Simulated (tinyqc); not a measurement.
MOS structure on a p-type body with a doping step (retrograde), non-linear Poisson equation by Newton steps: starts and damping rules compared.

One dimension, insulator interface at x = 0, acceptor density N1 for x < x1 and Na beyond, net doping C = -(acceptor density). psi is counted from the intrinsic level: n = ni exp((psi - Vb)/Vt), p = ni exp(-psi/Vt); deep in the body psi_b = -Vt ln(Na/ni). The gate acts through Cox = eps0 eox/tox and has the potential psi_G = Vg - (phiM - chi - Vt ln(Nc/ni)). Boltzmann statistics, full ionisation, classical densities, no oxide or interface charge. Acceptors in real wide-gap material are deep and only partly ionised in the neutral body.

a_i = eps0 eps_r/h_i for the interval from node i to i + 1, with h_i = x_(i+1) - x_i in cm.

n_i = ni exp((psi_i - Vb)/Vt), p_i = ni exp(-psi_i/Vt), rho_i = p_i - n_i + C_i, g_i = (n_i + p_i)/Vt. Box widths w_i = (h_(i-1) + h_i)/2 in cm. Residual F_i = a_i (psi_(i+1) - psi_i) - a_(i-1) (psi_i - psi_(i-1)) + q rho_i w_i; Jacobian: a_(i-1) and a_i beside the diagonal, b_i = -a_(i-1) - a_i - q g_i w_i on it. Node 0 is free: w_0 = h_0/2, F_0 = a_0 (psi_1 - psi_0) + Cox (psi_G - psi_0) + q rho_0 w_0, b_0 = -a_0 - Cox - q g_0 w_0, with Cox = eps0 eox/tox, psi_G = Vg - (phiM - chi - Vt ln(Nc/ni)). The last node is fixed.

Iterations until the largest undamped |d| is below 1e-9 V (the last, tiny step is counted), with a cap of 100; "overflow" would mean that an exponential left the range of double precision. Starts:
- neutral: -Vt ln(-C_i/ni) on every node but the last, which holds psi_b.
- parabola: psi_b + U (1 - x/W)^2 for x < W and psi_b beyond, with U = Vb - 2 psi_b and W = sqrt(2 eps0 eps_r U/(q Na)).
- linear: A straight line in x from psi_G at node 0 to psi_b at the last node.

Rules for the step d, which solves the tridiagonal system a_(i-1) d_(i-1) + b_i d_i + a_i d_(i+1) = -F_i:
- full Newton steps: the full step is added.
- logarithmic damping: each component d is damped to sign(d) Vt ln(1 + |d|/Vt) before it is added.
- steps capped at 4 Vt: if the largest |d| exceeds 4 Vt, the whole step is scaled down so that it equals 4 Vt.
- halved steps: half of the step is added while the largest |d| exceeds 1.5 Vt, the full step after that.

Parameters, values chosen for the exercise; band and dielectric values those of a made-up semiconductor: temperature T = 300 K; band gap Eg = 4.09 eV; relative permittivity eps_r = 9.19; conduction-band density of states at T Nc = 2.08e19 cm^-3; valence-band density of states at T Nv = 3.18e19 cm^-3; electron affinity chi = 4.14 eV; acceptor density deep in the body Na = 2.9e16 cm^-3; relative permittivity of the gate insulator (close to silicon dioxide) eox = 3.9; insulator thickness tox = 2.9 nm; gate work function phiM = 4.66 eV; electron quasi-Fermi potential against the body Vb = 0 V; depth of the doping step x1 = 170 nm; acceptor density above the step N1 = 1.4e15 cm^-3; gate voltage against the body Vg = 1.51 V.

Constants: q = 1.602176634e-19 C, kB = 1.380649e-23 J/K, Vt = kB T/q, eps0 = 8.8541878128e-14 F/cm where lengths are in cm. Results are converted to the units shown.

```
node  x (nm)  net doping C (cm^-3)
0          0               -1.4e15
1        0.5               -1.4e15
2       1.29               -1.4e15
3       2.55               -1.4e15
4       4.56               -1.4e15
5       7.73               -1.4e15
6       12.8               -1.4e15
7       20.8               -1.4e15
8       33.5               -1.4e15
9       53.7               -1.4e15
10      85.7               -1.4e15
11       137               -1.4e15
12       217               -2.9e16
13       346               -2.9e16
14       549               -2.9e16
15       873               -2.9e16
```

ni = 1.13699e-15 cm^-3

Iterations needed:
```
          full Newton steps  logarithmic damping  steps capped at 4 Vt  halved steps
neutral                  30                   46                    44            19
parabola                 39                   15                    10            20
linear                   65                   66                    70            66
```

The fewest iterations, 10, are needed by steps capped at 4 Vt from the parabola start. Every pairing converges. Lowest count for the worst start: full Newton steps, at most 65 iterations.

Numbers from tinyqc (`OMP_NUM_THREADS=1 python tinyqc.py 2080110 2080111 out.jsonl`; about 0.7 s on one thread of a shared Intel Xeon 2.30GHz).
